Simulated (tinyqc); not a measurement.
# Undoped symmetric double-gate MOSFET, analytic potential model, step by step

tinyqc, about 0.01 s, one thread, Intel Xeon 2.30GHz (shared host): `OMP_NUM_THREADS=1 python tinyqc.py 2440027 2440028 out.jsonl` Printed values are rounded.

An undoped body of thickness ts between two equal insulators and tied gates; long channel, electrons only, n = ni exp((psi - V)/Vt) with V the quasi-Fermi potential (0 at the source, Vd at the drain), constant mobility, no quantisation. Across the body psi(x) = V - 2 Vt ln[(ts/(2 beta)) sqrt(q ni/(2 eps0 eps_r Vt)) cos(2 beta x/ts)], x from the centre. Q is the electron charge per area of the whole body.

Parameters, values chosen for the exercise; material values close to those of silicon: temperature T = 250 K; band gap Eg = 1.12 eV; relative permittivity of the semiconductor eps_r = 11.7; conduction-band density of states at T Nc = 2.15e19 cm^-3; valence-band density of states at T Nv = 2e19 cm^-3; relative permittivity of the gate insulator eox = 9.19; insulator thickness tox = 2.4 nm; body thickness ts = 5 nm; gate work function less that of the intrinsic body dphi = 0.18 V; channel mobility mu = 430 cm^2/(V s); gate length L = 2 um; gate voltage Vg = 0.66 V; drain voltage Vd = 0.8 V.

Constants: q = 1.602176634e-19 C, kB = 1.380649e-23 J/K, Vt = kB T/q, eps0 = 8.8541878128e-14 F/cm where lengths are in cm. Results are converted to the units shown.

Range of the model: In a body this thin, quantum confinement raises the threshold; it is left out.

## Constants of the body

ni = sqrt(Nc Nv) exp(-Eg/(2 Vt)), Eg in volts; r = eps_r tox/(eox ts); V0 = dphi + 2 Vt ln[(2/ts) sqrt(2 eps0 eps_r Vt/(q ni))].

ni = 1.06569e8 cm^-3
r = 0.611099
V0 = 0.706881 V

## Iteration 1: beta at the source by Newton steps in z = ln(tan beta)

z at the start = 0

With V = 0, t = exp(z), beta = arctan(t): f = ln(beta) + (1/2) ln(1 + t^2) + 2 r beta t - (Vg - V0)/(2 Vt); with c = t/(1 + t^2), df/dz = c/beta + t c + 2 r t (c + beta); z(new) = z - f/(df/dz).

beta = 0.785398
f = 2.15299
df/dz = 2.70763
z after iteration 1 = -0.795155

## Iteration 2: beta at the source by Newton steps in z = ln(tan beta)

As before.

beta = 0.424110
f = 0.557110
df/dz = 1.49467
z after iteration 2 = -1.16788

## Course of the iteration: beta at the source by Newton steps in z = ln(tan beta)

Stop when z changes by less than 1e-11, or after 60 iterations.

Course of the iteration:

| iteration | z | \|change\| |
|---|---|---|
| 1 | -0.795155 | 0.795 |
| 2 | -1.16788 | 0.373 |
| 3 | -1.20785 | 0.0400 |
| 4 | -1.20815 | 2.97e-4 |
| 5 | -1.20815 | 1.57e-8 |
| 6 | -1.20815 | < 1e-13 |

Converged in 6 iterations. At the end the number of correct digits about doubles with each step.

## Charges and drain current

beta_s = 0.290308
beta_d = 2.90947e-9

beta (between 0 and pi/2) solves (Vg - V0 - V)/(2 Vt) = ln(beta) - ln(cos beta) + 2 r beta tan(beta). Q = 8 eps0 eps_r Vt beta tan(beta)/ts; I = mu (1/L)(4 eps0 eps_r/ts)(2 Vt)^2 [g(beta_s) - g(beta_d)] per width, g = beta tan(beta) - beta^2/2 + r beta^2 tan^2(beta), with beta_s at V = 0 and beta_d at V = Vd.

Qs = 30.9694 nC/cm^2
Qd = 3.02270e-15 nC/cm^2
g(beta_s) = 0.0491865
g(beta_d) = 4.23251e-18
I = 0.162703 uA/um

The term r beta^2 tan^2(beta), which gives the square law, makes up 9.35 % of g at the source.

## Potential and electron density across the body at the source

| point | x/ts |
|---|---|
| 0 | 0 |
| 1 | 0.1 |
| 2 | 0.2 |
| 3 | 0.3 |
| 4 | 0.4 |
| 5 | 0.45 |
| 6 | 0.5 |

psi(x) as above with V = 0 and beta = beta_s; n = ni exp(psi/Vt).

| point | psi (V) | n (cm^-3) |
|---|---|---|
| 0 | 0.473591 | 3.75670e17 |
| 1 | 0.473664 | 3.76939e17 |
| 2 | 0.473882 | 3.80782e17 |
| 3 | 0.474248 | 3.87303e17 |
| 4 | 0.474764 | 3.96685e17 |
| 5 | 0.475079 | 4.02529e17 |
| 6 | 0.475433 | 4.09199e17 |

The density at the surface is 1.09 times that at the centre (1/cos^2 beta).
